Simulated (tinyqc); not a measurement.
Inside a calculation: standing waves and exposure in a photoresist film. Values are carried at full precision from step to step, so a last printed digit may differ when a step is redone from the rounded ones.

Normal incidence from air. Unexposed resist: N1 = n1 + i k1 with k1 = (A + B) lam/(4 pi), lam in micrometres. r01 = (1 - N1)/(1 + N1), t01 = 2/(1 + N1). Below the resist lie the layer Na = na + i ka and the substrate Ns = ns + i ks: r12 = (r1a + ras x)/(1 + r1a ras x), x = exp(4 pi i Na da/lam), r1a = (N1 - Na)/(N1 + Na), ras = (Na - Ns)/(Na + Ns). With p = exp(2 pi i N1 d/lam), the field at depth z is E(z) = t01 [exp(2 pi i N1 z/lam) + r12 p^2 exp(-2 pi i N1 z/lam)]/(1 + r01 r12 p^2), the relative intensity I(z) = n1 |E(z)|^2 and the reflectance R = |(r01 + r12 p^2)/(1 + r01 r12 p^2)|^2.

Values chosen for the exercise (a resist on Cu, indices near tabulated ones; not measured data):
```
symbol  value  unit          meaning
lam     248    nm            vacuum wavelength
n1      1.791                resist index
A       0.11   1/micrometre  bleachable absorption (Dill A)
B       0.48   1/micrometre  fixed absorption (Dill B)
d       260    nm            resist thickness
ns      1.475                substrate n
ks      1.833                substrate k
na      1.747                n of the bottom antireflection layer
ka      0.406                its k
da      36     nm            its thickness
C       0.03   cm^2/mJ       exposure rate (Dill C)
D       60     mJ/cm^2       incident dose
Ld      30     nm            diffusion length of the post-exposure bake
```

## Interface coefficients

Form N1, r01, t01 and r12.

N1 = 1.79100+0.01164i
r01 = -0.2834-0.0030i
t01 = 0.7166-0.0030i
r12 = 0.0622+0.0525i
|r12|^2 = 0.0066

Next to the bottom the intensity swings by a factor ((1 + |r12|)/(1 - |r12|))^2 = 1.39 between antinode and node; without the layer |r12|^2 would be 0.2429.

## Round trip and reflectance

Form p^2, the denominator and R; the period of the standing wave is lam/(2 n1).

p^2 = 0.0287-0.8573i
1 + r01 r12 p^2 = 0.9866+0.0146i
R = 0.0606
period = 69.24 nm

The film holds 3.76 periods.

## Intensity and exposure over the lowest period

Nine depths from d - period to d. Without bleaching during the exposure the share of unexposed compound is m = exp(-C D I).

Profile:
```
z (nm)      I      m
190.8   0.950  0.181
199.4   0.976  0.172
208.1   0.926  0.189
216.7   0.825  0.226
225.4   0.731  0.268
234.0   0.697  0.285
242.7   0.739  0.264
251.3   0.831  0.224
260.0   0.917  0.192
```

I runs from 0.697 to 0.976 on these points, so m runs from 0.172 to 0.285; the least exposed point listed lies 26.0 nm above the bottom.

## Smoothing by the bake

Gaussian diffusion of length Ld multiplies a cosine of period L by exp(-2 pi^2 Ld^2/L^2). Give that factor, and the Ld that leaves 10 %.

factor = 0.0246
Ld for 10 % = 23.65 nm

## Checks

- R against the transfer-matrix product: both 0.060614.

Computed by tinyqc, a small Python program: `OMP_NUM_THREADS=1 python tinyqc.py 1680595 1680596 out.jsonl` (the numbers bound the seed that draws the inputs); one thread of a shared host (Intel(R) Xeon(R) Processor @ 2.30GHz), about 0.01 s for the whole set of steps.
